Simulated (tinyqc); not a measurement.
Inside a calculation. Method: geometry optimisation on the UHF/6-31g surface (energies and gradients from PySCF), for H3, spin multiplicity 2. One step of it, computed by the program tinyqc.

Task: Step 1: move. Quasi-Newton step p = -H^(-1) g (first H = 0.15 times the unit matrix); steps longer than 0.1 bohr are cut back (factor 0.089 here).

positions at the start (bohr):
```
            x          y         z
1H  -0.024566  -0.011338  0.047243
2H  -0.047243   0.081258  1.753666
3H   0.060471   1.600598  0.948643
```

gradient (hartree/bohr):
```
              x            y            z
1H   0.00633807   0.10902384   0.02575499
2H  -0.00190704  -0.01812210   0.04695943
3H  -0.00443103  -0.09090175  -0.07271442
```

Give: positions after step 1.

Result:

positions after step 1 (bohr):
```
          x        y       z
1H  -0.0283  -0.0757  0.0320
2H  -0.0461   0.0920  1.7259
3H   0.0631   1.6543  0.9916
```
